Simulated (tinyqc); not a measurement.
Raising D: domain walls in a thin film with perpendicular anisotropy: Bloch, Neel and chiral walls, motion and stripe domains. Computed by tinyqc, a small Python program. Command: `OMP_NUM_THREADS=1 python tinyqc.py 3017946 3017947 out.jsonl mwall walk`. One thread of a shared host (Intel(R) Xeon(R) Processor @ 2.30GHz), about 0.01 s of CPU time with the checks.

One-dimensional wall: polar angle theta(x), azimuth phi of the moment in the wall (phi = 0 Neel, 90 degrees Bloch). mu_0 = 1.25663706212e-6 T m/A, gamma = 1.76085963023e11 rad/(s T).

Inputs (values chosen for the exercise, for a model film): saturation magnetisation M_s = 1070 kA/m; exchange stiffness A = 9.5 pJ/m; uniaxial anisotropy K_u = 1210 kJ/m^3; DMI constant D = 0.98 mJ/m^2; thickness t = 2.7 nm.

Method. K_eff = K_u - mu_0 M_s^2/2; Delta = sqrt(A/K_eff); sigma_0 = 4 sqrt(A K_eff); profile theta = 2 arctan exp(x/Delta); quality factor Q = 2 K_u/(mu_0 M_s^2). sigma(phi) = sigma_0 + 2 Delta K_D cos^2(phi) - pi D cos(phi), with the wall shape anisotropy K_D = N_x mu_0 M_s^2/2, N_x = t ln 2/(pi Delta). The minimum has cos(phi) = D/D_N for D < D_N = 4 Delta K_D/pi and phi = 0 beyond; sigma turns negative at D_c = (sigma_0 + 2 Delta K_D)/pi.

D_N = 0.545628 mJ/m^2

D_c = 3.02167 mJ/m^2

width parameter Delta = 4.40029 nm

sigma_0 = 8.63580 mJ/m^2

Wall against D; the last column is the Kaplan-Gehring width, log10[0.955 t exp(pi sigma/(mu_0 M_s^2 t))/nm], with a dash where it falls below 10 Delta and the formula fails:
```
D (mJ/m^2)  phi (degrees)  sigma (mJ/m^2)  sigma/sigma_0  log10 domain width
0.11               78.369          8.6010        0.99597              3.4323
0.27               60.341          8.4259        0.97570              3.3708
0.44               36.253          8.0784        0.93546              3.2488
0.60                0.000          7.6079        0.88097              3.0835
1.20                0.000          5.7230        0.66270              2.4214
1.80                0.000          3.8380        0.44443              1.7594
2.40                0.000          1.9530        0.22616                   -
2.70                0.000          1.0106        0.11702                   -
```

What follows from these numbers?

D_N is 18 % of D_c, so a small D fixes the chirality long before it lowers the energy much. Beyond D_N sigma falls by pi per unit of D, and the domain width, which has sigma in an exponent, drops by 1.7 decades over the valid rows (values above 6 mean a single domain in any device). Caution: the formula for N_x assumes a film much thinner than the wall width.

Extremes, crossings and ranges named in words are read from the listed rows.
